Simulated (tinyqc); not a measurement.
Strain, valley repopulation and piezoresistance in a many-valley conduction band: one step, computed by the program tinyqc.

Valleys are ellipsoids with mass m_l along the axis a and m_t across it, parabolic, with one constant relaxation time; strain shifts the valleys and leaves the masses alone. Currents are taken along [111], along the load, and along [1-10], across the load.

Problem. Strain. Compliances S11 = (C11 + C12)/((C11 - C12)(C11 + 2 C12)), S12 = -C12/((C11 - C12)(C11 + 2 C12)), S44 = 1/C44; stress sigma_ij = X n_i n_j for the unit vector n of the load; e_xx = S11 sigma_xx + S12 (sigma_yy + sigma_zz), e_xy = S44 sigma_xy/2 (tensor strain).

Inputs (values chosen for the exercise, modelled on germanium):

| quantity | value | unit |
|---|---|---|
| C11 | 127 | GPa |
| C12 | 48.3 | GPa |
| C44 | 66.4 | GPa |
| stress X (tension positive) | -120 | MPa |

Valley axes: <111> (4 valleys). Load: uniaxial [111].

Give: strain tensor.

Solution.

strain tensor (%):
```
          x         y         z
x  -0.01789  -0.03012  -0.03012
y  -0.03012  -0.01789  -0.03012
z  -0.03012  -0.03012  -0.01789
```
